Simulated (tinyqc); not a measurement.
## p-type polysilicon, carrier trapping at grain boundaries: effect of the doping

One-dimensional grains of size Lg, uniform ionised doping N, monovalent traps Qt at each boundary at a depth Et below (for electrons) or above (for holes) the band edge there, abrupt depletion of width W on each side of a boundary, Boltzmann statistics. xi is the distance from the band edge at the grain centre to the Fermi level. Trapped charge Qt/(1 + exp((xi + VB - Et)/Vt)) = 2 N W, barrier VB = q N W^2/(2 eps0 eps_r).

If the trap equation with xi = Vt ln(NB/N) has a root W < Lg/2, the grain is partly depleted; otherwise W = Lg/2 and the trap equation gives xi = Et - VB + Vt ln(Qt/(N Lg) - 1). N* = Qt/Lg. n0 = NB exp(-xi/Vt); mean density n0 (1 - 2 W/Lg) by charge balance in a partly depleted grain, and n0 (sqrt(pi)/2) erf(u)/u with u = sqrt(VB/Vt) in a fully depleted one; v = sqrt(kB T/(2 pi ms m0)); barrier resistivity Vt exp(VB/Vt)/(q fe n0 v Lg); grain resistivity (1 - 2 W/Lg)/(q n0 mug); effective mobility 1/(q mean density total resistivity). Rows with xi above 0.45 V, towards mid-gap, are left out, since the other carrier type is ignored.

Inputs (values chosen for the exercise); values of the order met in polycrystalline silicon:
- T = 300 K (temperature)
- eps_r = 11.7 (relative permittivity)
- NB = 2.65e19 cm^-3 (valence-band density of states at T)
- Lg = 19 nm (grain size)
- Qt = 2.5e12 cm^-2 (trap density of a grain boundary)
- Et = 0.4 eV (depth of the trap level from the majority band edge at the boundary)
- ms = 0.34 m0 (mass for thermionic emission)
- fe = 0.25 (correction factor of the emission rate)
- mug = 240 cm^2/(V s) (mobility inside the grains)

Constants: q = 1.602176634e-19 C, kB = 1.380649e-23 J/K, m0 = 9.1093837015e-31 kg, Vt = kB T/q, eps0 = 8.8541878128e-14 F/cm where lengths are in cm. Results are converted to the units shown.

Effect of the doping:

| N (cm^-3) | N/N* | depleted share 2 W/Lg | VB (V) | xi (V) | mean density (cm^-3) | resistivity (ohm cm) | effective mobility (cm^2/(V s)) |
|---|---|---|---|---|---|---|---|
| 1.9e17 | 0.1444 | 1.000 | 0.01326 | 0.4327 | 1.214e12 | 8.634e4 | 59.54 |
| 3.3e17 | 0.2508 | 1.000 | 0.02303 | 0.4053 | 3.167e12 | 4.353e4 | 45.28 |
| 5.5e17 | 0.4180 | 1.000 | 0.03838 | 0.3702 | 1.066e13 | 2.029e4 | 28.85 |
| 9.4e17 | 0.7144 | 1.000 | 0.06560 | 0.3107 | 8.679e13 | 5826 | 12.35 |
| 1.6e18 | 1.216 | 0.8223 | 0.07551 | 0.07257 | 2.843e17 | 0.8568 | 25.62 |
| 2.7e18 | 2.052 | 0.4873 | 0.04475 | 0.05904 | 1.384e18 | 0.1589 | 28.37 |
| 4.7e18 | 3.572 | 0.2800 | 0.02571 | 0.04471 | 3.384e18 | 0.04633 | 39.81 |
| 8e18 | 6.080 | 0.1645 | 0.01510 | 0.03096 | 6.684e18 | 0.01922 | 48.57 |

As N goes from 1.9e17 to 8e18, VB goes from 0.0133 through a maximum of 0.0755 (at N = 1.6e18 among the rows listed) to 0.0151 V, the resistivity falls from 86300 to 0.0192 ohm cm and the effective mobility goes from 59.5 through a minimum of 12.3 (at N = 9.4e17 among the rows listed) to 48.6 cm^2/(V s). The steepest fall of the resistivity among the rows, as N^(-16.6), lies between N = 9.4e17 and 1.6e18 cm^-3; N* = 1.32e18 cm^-3. While the grain is fully depleted VB grows as N; once the traps are full it falls as 1/N. For N = 2.7e18, 4.7e18, 8e18 xi is under 2.5 Vt, where Boltzmann statistics begin to fail. For N = 1.9e17, 3.3e17, 4.7e18, 8e18 VB is below Vt, where abrupt depletion and thermionic emission are rough. For N = 1.6e18 the grain is near the changeover between partial and full depletion, within a few Debye lengths, where both limits are rough.

Numbers from tinyqc (`OMP_NUM_THREADS=1 python tinyqc.py 2830147 2830148 out.jsonl`; about 0.01 s on one thread of a shared Intel Xeon 2.30GHz).
